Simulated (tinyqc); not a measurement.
# Resistance of a tapered via with liner, size effect and interface: two fill metals against the diameter

A round via whose diameter grows from db at the bottom as D(z) = db + 2 z/tan(ang). The fill, of diameter D - 2 tl, starts above the bottom liner (thickness fb tl) and has rho = rho0 (1 + ks lam/(D - 2 tl)); the sidewall liner conducts in parallel with it. The bottom liner and the interface are crossed over the full area pi db^2/4. Spreading in the lines above and below is left out.

Slices between z0 = fb tl and hv, evaluated at their midpoints: conductance per length pi/4 [(D - 2 tl)^2/rho + (D^2 - (D - 2 tl)^2)/rl], slice resistance = slice height over that. 2000 slices. R_fill = sum of the slices; R_bottom = rl fb tl/(pi db^2/4); R_interface = ri/(pi db^2/4). The second fill has rho2, lam2 and tl2 in place of rho0, lam and tl.

Values chosen for this exercise; fill metal close to tungsten: height hv = 110 nm; sidewall angle ang = 87 degrees; bulk resistivity of the fill rho0 = 5.42 uohm cm; mean free path of the fill lam = 15.9 nm; size-effect factor ks = 1.2; liner on the sidewall tl = 3.5 nm; liner at the bottom over that on the sidewall fb = 1; resistivity of the liner rl = 220 uohm cm; interface resistivity at the bottom ri = 4.7e-12 ohm cm^2; ballistic conductance per area, about 3/(4 rho0 lam) Sb = 9.1e14 S/m^2; bulk resistivity of the second fill (close to ruthenium) rho2 = 7.63 uohm cm; its mean free path lam2 = 6.78 nm; its liner tl2 = 0.3 nm.

Result of one run:
```
R, first fill (ohm)	R, second fill (ohm)	ratio second/first
4.0992	2.3954	0.58435
```

Which diameter at the bottom db gave this result: 17, 35, 49 or 70 nm?

db = 70 nm.

The whole series:
```
db (nm)	R, first fill (ohm)	R, second fill (ohm)	ratio second/first
12	296.56	72.058	0.24297
17	108.19	37.239	0.34419
24	45.033	19.263	0.42776
35	18.645	9.2960	0.49857
49	8.8309	4.8248	0.54636
70	4.0992	2.3954	0.58435
100	1.9351	1.1846	0.61216
```

The ratio goes from 0.243 to 0.612. The second fill gives the lower R in every row.

Numbers from tinyqc (`OMP_NUM_THREADS=1 python tinyqc.py 2750065 2750066 out.jsonl`; about 0.01 s on one thread of a shared Intel Xeon 2.30GHz).
